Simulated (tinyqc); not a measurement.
Worked calculation: extended Hueckel theory, for H6. One step of it, computed by the program tinyqc.

Problem. Mulliken analysis. P = C n C^T; charge = valence electrons (H 1) minus the sum of (P S)_ii on the atom; overlap population = 2 sum P_ij S_ij between two atoms.

coefficients:
```
            MO1        MO2        MO3        MO4        MO5        MO6
1H 1s  0.184996  -0.366605   0.491963   0.690723  -0.774891   0.530145
2H 1s  0.268497  -0.378176   0.198650  -0.451615   1.025290  -0.991727
3H 1s  0.327338  -0.135276  -0.440314  -0.609187  -0.402158   1.334884
4H 1s  0.327186   0.135383  -0.440752   0.609306  -0.404238  -1.333170
5H 1s  0.268112   0.378712   0.198434   0.451558   1.026894   0.988683
6H 1s  0.184710   0.367103   0.491519  -0.690477  -0.776107  -0.528610
```

occupations: 2.000000  2.000000  2.000000  0.000000  0.000000  0.000000

overlap S, lower triangle:
```
          1H 1s     2H 1s     3H 1s     4H 1s     5H 1s     6H 1s
1H 1s  1.000000
2H 1s  0.631625  1.000000
3H 1s  0.182250  0.527302  1.000000
4H 1s  0.050933  0.182250  0.631625  1.000000
5H 1s  0.009200  0.038160  0.181960  0.526667  1.000000
6H 1s  0.001966  0.009200  0.050841  0.181960  0.631625  1.000000
```

Give: charges; Overlap populations.

Solution.

charges: 1H -0.1236, 2H 0.0960, 3H 0.0279, 4H 0.0274, 5H 0.0957, 6H -0.1234

Overlap populations:
```
pair      value
2-1    0.722681
3-1   -0.077616
3-2    0.108790
4-1   -0.041956
4-2   -0.037110
4-3    0.714634
5-1    0.000309
5-2   -0.004856
5-3   -0.037004
5-4    0.108564
6-1    0.001112
6-2    0.000309
6-3   -0.041816
6-4   -0.077518
6-5    0.722789
```
